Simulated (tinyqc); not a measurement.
# Surface potential of a MOS transistor: implicit equation and explicit approximations: effect of the acceptor density at fixed gate voltage

p-type body, charge-sheet picture, depletion and inversion only, full ionisation (an idealisation for deep acceptors), Boltzmann statistics (rough once Na exp(x - xn) passes about Nc/7). In units of Vt: xg = (Vg - Vfb)/Vt, x = psi/Vt, G = gamma/sqrt(Vt), xn = (2 phiF + Vc)/Vt. The implicit equation is (xg - x)^2 = G^2 [x - 1 + exp(x - xn)] for x above about 3. Cox = eps0 eox/tox.

ni = sqrt(Nc Nv) exp(-Eg/(2 Vt)), Eg in volts; phiF = Vt ln(Na/ni); gamma = sqrt(2 q eps0 eps_r Na)/Cox; VT = Vfb + Vt (xn + G sqrt(xn - 1)). Depletion value a = 1 + [sqrt(G^2/4 + xg - 1) - G/2]^2; inversion value b = xn + ln[(xg - xn)^2/G^2 - xn + 1] and first guess y = min(a, b) - ln(1 + exp(-|a - b|)) if a > xn + 1, else b = y = a; one second-order correction with D = exp(y - xn), p = 2 (xg - y) + G^2 (1 + D), w = (xg - y)^2 - G^2 (y - 1 + D): z = y + 2 w/(p + sqrt(p^2 - 2 (2 - G^2 D) w)), or the Newton step z = y + w/p where the root is not real. N_inv = (Cox Vt G/q) [sqrt(x - 1 + exp(x - xn)) - sqrt(x - 1)] at the root. Lambert form (Cox m Vt/q) W0[(G/(2 m sqrt(xn - 1))) exp((Vg - VT)/(m Vt))], m = 1 + G/(2 sqrt(xn - 1)). Errors under 1e-4 mV, and the linear form below VT, are printed as 0. Vfb is held fixed.

Inputs (values chosen for the exercise); band and dielectric values close to those of silicon:
```
symbol    value   unit                                                                 meaning
T           300      K                                                             temperature
Eg          1.1     eV                                                                band gap
eps_r      11.7                                                          relative permittivity
Nc      2.76e19  cm^-3                                  conduction-band density of states at T
Nv      2.64e19  cm^-3                                     valence-band density of states at T
eox        7.32         relative permittivity of the gate insulator (close to silicon nitride)
tox          16     nm                                                     insulator thickness
Vfb       -0.94      V                                                       flat-band voltage
Vc            0      V                                                    channel-body voltage
Vg         2.66      V                                                       gate-body voltage
```

Constants: q = 1.602176634e-19 C, kB = 1.380649e-23 J/K, Vt = kB T/q, eps0 = 8.8541878128e-14 F/cm where lengths are in cm. Results are converted to the units shown.

Results:
```
Na (cm^-3)	psi (V)	x - xn	error of y (mV)	error of z (mV)	N_inv (cm^-2)	Cox (Vg - VT)/q (cm^-2)	Lambert form (cm^-2)
6.3e16	0.9837	7.621	3.90	-0.0165	5.731e12	6.326e12	5.847e12
2.2e17	1.014	6.297	3.63	-0.0131	4.861e12	5.417e12	4.941e12
4.1e17	1.028	5.597	3.68	-0.0137	4.197e12	4.736e12	4.259e12
7.7e17	1.041	4.816	4.07	-0.0185	3.292e12	3.808e12	3.336e12
1.4e18	1.048	3.901	5.22	-0.0401	2.151e12	2.624e12	2.178e12
2.7e18	1.034	2.036	10.1	-0.299	5.568e11	8.470e11	5.635e11
5e18	0.8006	-8.209	4.53e-3	0	3.214e7	0	2.098e7
```

Estimate the missing row, Na = 1.2e17 cm^-3.

Computed row:
```
Na (cm^-3)	psi (V)	x - xn	error of y (mV)	error of z (mV)	N_inv (cm^-2)	Cox (Vg - VT)/q (cm^-2)	Lambert form (cm^-2)
1.2e17	0.9996	6.947	3.72	-0.0142	5.345e12	5.919e12	5.442e12
```

With this row back in the table: As Na goes from 6.3e16 to 5e18, psi goes from 0.984 through a maximum of 1.05 (at Na = 1.4e18 among the rows listed) to 0.801 V, x - xn falls from 7.62 to -8.21 and N_inv falls from 5.73e12 to 3.21e7 cm^-2. The Lambert form lies between 0.653 and 1.02 times N_inv. For Na = 6.3e16, 1.2e17, 2.2e17, 4.1e17, 7.7e17, 1.4e18, 2.7e18 the electron quasi-Fermi level lies less than 2 Vt below the band edge at the surface, or above it, where degeneracy and confinement, left out, matter.

Numbers from tinyqc (`OMP_NUM_THREADS=1 python tinyqc.py 2122136 2122137 out.jsonl`; about 0.01 s on one thread of a shared Intel Xeon 2.30GHz).
